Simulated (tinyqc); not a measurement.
A transmission-line measurement read back: specific resistance of a metal-semiconductor contact and its transmission-line measurement. Computed by tinyqc, a small Python program. Command: `OMP_NUM_THREADS=1 python tinyqc.py 3030280 3030281 out.jsonl contact walk`. One thread of a shared host (Intel(R) Xeon(R) Processor @ 2.30GHz), about 0.01 s of CPU time with the checks.

The barrier is parabolic (depletion approximation), energies E are normal energies counted from the band edge in the neutral semiconductor (downwards for holes), and the bias is zero. xi is an input, held fixed when other inputs move.

Inputs (values chosen for the exercise, modelled on p-type SiGe):

| quantity | value | unit |
|---|---|---|
| tunnelling mass m | 0.31 | m_0 |
| permittivity eps | 13 | - |
| Richardson constant A* | 29.2 | A/(cm^2 K^2) |
| barrier height phi_B | 0.36 | eV |
| doping N | 1.1e+19 | 1/cm^3 |
| Fermi level above the band edge in the bulk, xi | -0.007 | eV |
| temperature T | 300 | K |
| sheet resistance R_sh | 1800 | ohm |
| contact length d | 0.014 | micrometre |
| contact width W | 3.1 | micrometre |

Image-force lowering: left out.

Constants: hbar = 1.054571817e-34 J s; eps_0 = 8.8541878128e-12 F/m; m_0 = 9.1093837015e-31 kg; k_B = 8.617333262e-05 eV/K; e = 1.602176634e-19 C.

Method:
- E_00 = (e hbar/2) sqrt(N/(eps eps_0 m)); band bending E_b = phi_B + xi; depletion width w = sqrt(2 eps eps_0 E_b/(e^2 N)).
- WKB transmission for E < E_b, with a = E/E_b: D = exp{-(E_b/E_00) [sqrt(1 - a) - a ln((1 + sqrt(1 - a))/sqrt(a))]}; D = 1 above.
- At zero bias 1/rho_c = (e A*/k_B^2) int D(E) f(E) dE, f = 1/(1 + exp((E - xi)/k_B T)); 200 Gauss-Legendre points from 0 to E_b, and k_B T ln(1 + exp((xi - E_b)/k_B T)) for the part above the barrier; the share of tunnelling is the part below.
- Transmission-line model: transfer length L_T = sqrt(rho_c/R_sh); R_c = (R_sh L_T/W) coth(d/L_T). Limits: rho_c/(W d) for d << L_T, sqrt(rho_c R_sh)/W for d >> L_T.
- Transmission-line model: transfer length L_T = sqrt(rho_c/R_sh); R_c = (R_sh L_T/W) coth(d/L_T). Two contacts a gap s apart give R = 2 R_c + R_sh s/W. A straight-line fit gives R_sh from the slope and R_c from the intercept; the simple reading takes L_x = R_c W/R_sh as the transfer length and rho_c = R_sh L_x^2.

R_c W = 194955 ohm micrometre

contact resistance R_c = 62888.7 ohm

specific contact resistance rho_c = 2.72925e-05 ohm cm^2

Resistances:

| gap s (micrometre) | R (ohm) |
|---|---|
| 110 | 1.8965e+05 |
| 220 | 2.5352e+05 |
| 430 | 3.7545e+05 |
| 870 | 6.3094e+05 |
| 1700 | 1.1129e+06 |

L_x = 108.31 micrometre

rho_c by the simple reading = 0.21115 ohm cm^2

simple reading over true value = 7736.6

What does the comparison show, and why?

The simple reading is 7740 times too high, the factor coth^2(d/L_T): it holds only for d above about 2 L_T.
